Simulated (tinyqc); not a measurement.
From results back to parameters: sp3s* tight binding. Two cases, with inputs chosen for the exercise.

Problem. For a crystal of one element and without spin-orbit coupling the levels at Gamma are Es -/+ |Vss| and Ep -/+ Vxx, and the upper valence level at X is Ep - Vxy. The levels below come from hidden parameters.

Find: Es, |Vss|, Ep, Vxx, Vxy.

Method. Means give the levels and half the splittings give the couplings; Vxy = Ep - E(X).

Case 1.

s levels at Gamma (eV): -27.3330  18.2470

p levels at Gamma (eV): -0.0080  7.6940

upper valence level at X = -7.8220 eV

Solution.

Es, |Vss|, Ep, Vxx, Vxy (eV): -4.543  22.790  3.843  3.851  11.665

Case 2.

s levels at Gamma (eV): -12.6770  0.9010

p levels at Gamma (eV): -0.0030  3.2210

upper valence level at X = -3.2820 eV

Solution.

Es, |Vss|, Ep, Vxx, Vxy (eV): -5.888  6.789  1.609  1.612  4.891

Computed by tinyqc, one run a case: `OMP_NUM_THREADS=1 python tinyqc.py N N+1 out.jsonl` with N = 1450962, 1450975; one thread of a shared Intel(R) Xeon(R) Processor @ 2.30GHz, about 0.1 s a run at most.
